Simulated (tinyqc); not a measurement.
From results to parameters: two-site tight-binding chain. Computed by the program tinyqc.

Problem. A two-site chain has site energies +delta (A) and -delta (B) and hoppings t1 > t2 > 0, so E = +/- sqrt(delta^2 + |t1 + t2 exp(-ika)|^2). Find delta, t1 and t2.

upper band at k = 0 = 2.857429 eV
upper band at the zone edge = 0.872067 eV
weight of the upper band on site A at the zone edge = 0.826810

Solution. The weight on A is (1 + delta/E)/2, which gives delta; then t1 + t2 = sqrt(E(0)^2 - delta^2) and t1 - t2 = sqrt(E(edge)^2 - delta^2).

delta, t1, t2 (eV): 0.5700  1.7300  1.0700
